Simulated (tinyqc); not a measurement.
Classical nucleation, growth and JMAK kinetics of crystallisation from a melt or glass: one step, computed by the program tinyqc.

A spherical nucleus with a sharp interface of isotropic energy gamma; lambda = Omega^(1/3) is the jump distance.

Question. Fraction transformed and grain size. JMAK with steady nucleation and growth, nuclei spread at random: extended fraction X_e = (pi/3) I u^3 t^4, X = 1 - exp(-X_e); t_X = [-3 ln(1 - X)/(pi I u^3)]^(1/4); final grains per volume = Gamma(5/4) (3/pi)^(1/4) (I/u)^(3/4), Gamma(5/4) = 0.9064024771. Grain size = (grains per volume)^(-1/3).

Inputs (values chosen for the exercise, for a model substance): temperature T = 634 K; time t = 0.24 s.

Nucleation: homogeneous. Driving force: Turnbull (linear).

nucleation rate I = 3.062606e+10 1/(m^3 s)

growth velocity u = 5.504569e-05 m/s

Give: extended fraction; fraction X at t; half time t_0.5; grains per volume; grain size.

Answer.

extended fraction = 1.775e-05

fraction X at t = 1.775e-05

half time t_0.5 = 3.374 s

grains per volume = 1.026e+11 1/m^3

grain size = 213.6 micrometre

t is 0.071 half times: nearly nothing has crystallised.
